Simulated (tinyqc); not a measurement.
Stretching all distances: RHF, UHF, MP2, CISD and CCSD against full CI in the sto-6g basis, for H3+, spin multiplicity 1. Computed by the program tinyqc with PySCF. 

Geometry (angstrom):
```
atom,x,y,z
H,0.0000,0.0000,0.0000
H,0.0000,0.0000,0.8350
H,0.0000,0.7270,-0.4110
```

All coordinates are multiplied by the scale. c0^2 is the weight of the RHF determinant in the lowest singlet FCI state (UHF is spin-contaminated and may lie near states of higher spin) and n(LUMO) the first natural occupation beyond the occupied space.

Full CI energy (hartree) and errors against it (kcal/mol):
```
scale,distance 1-2 (angstrom),E(FCI),RHF,UHF,MP2,CISD,CCSD,<S^2> UHF,c0^2,n(LUMO)
0.920,0.768,-1.23946,15.568,15.568,4.783,0.000,0.000,0.000,0.982,0.030
1.190,0.994,-1.24428,21.261,21.261,6.800,0.000,0.000,0.000,0.968,0.052
1.460,1.219,-1.19448,28.757,26.488,9.217,0.000,0.000,0.270,0.945,0.085
1.740,1.453,-1.13237,39.019,23.595,12.073,0.000,0.000,0.608,0.909,0.133
2.010,1.678,-1.07897,51.373,18.670,14.574,0.000,0.000,0.784,0.863,0.191
2.280,1.904,-1.03715,65.309,14.421,15.523,0.000,0.000,0.882,0.811,0.255
2.550,2.129,-1.00674,79.403,11.161,13.342,0.000,0.000,0.943,0.762,0.317
```

UHF parts from RHF first at scale 1.46 of those listed, where <S^2> leaves zero. The weight c0^2 goes from 0.98 to 0.76 and n(LUMO) from 0.03 to 0.32: static correlation grows as the bonds break into open-shell fragments. The spread of the error along the curve, which distorts its shape, is CISD 0.0, CCSD 0.0, MP2 10.7, UHF 15.3, RHF 63.8 kcal/mol. With two electrons CISD and CCSD are exact.
